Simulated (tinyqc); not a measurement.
# Bulk resistivity and mean free path from two films

Inverse problem. In the thick-film limit single-crystal films obey rho = rho0 (1 + 3 (1 - ps) lam/(8 d)). Find rho0, lam and the product rho0 lam.

Parameters, values chosen for the exercise:
- ps = 0 (specular share of surface scattering)

rho at d = 61 and 320 nm (uohm cm): [2.0547234, 1.7271504]

Solution. rho is a straight line in 1/d: the intercept is rho0 and the slope (3/8)(1 - ps) rho0 lam. Without ps only the product (1 - ps) lam could be found.

rho0 = 1.65 uohm cm
lam = 39.9 nm
rho0 lam = 65.8 uohm cm nm

tinyqc, about 0.01 s, one thread, Intel Xeon 2.30GHz (shared host): `OMP_NUM_THREADS=1 python tinyqc.py 2100064 2100065 out.jsonl`
